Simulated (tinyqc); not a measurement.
## Potential step from the flux

Problem. On one interval J = (q mu Vt/hx) [nb B(d) - na B(-d)], B(d) = d/(exp(d) - 1), d = (psi_b - psi_a)/Vt. Find psi_b - psi_a, and the step at which J would vanish.

Values chosen for this exercise:
```
symbol,value,unit,meaning
T,450,K,temperature
mu,281,cm^2/(V s),electron mobility
na,3.8e15,cm^-3,density at the left node
nb,3e15,cm^-3,density at the right node
hx,120,nm,node spacing
```

Constants: q = 1.602176634e-19 C, kB = 1.380649e-23 J/K, Vt = kB T/q. Results are converted to the units shown.

J = -2007.6179 A/cm^2

Answer. B(d) falls and B(-d) rises with d, so J falls steadily with the step and one value matches. J = 0 needs nb/na = exp(d), the Boltzmann ratio.

psi_b - psi_a = 0.140 V
step for J = 0 = -9.17e-3 V

Numbers from tinyqc (`OMP_NUM_THREADS=1 python tinyqc.py 2220058 2220059 out.jsonl`; about 0.01 s on one thread of a shared Intel Xeon 2.30GHz).
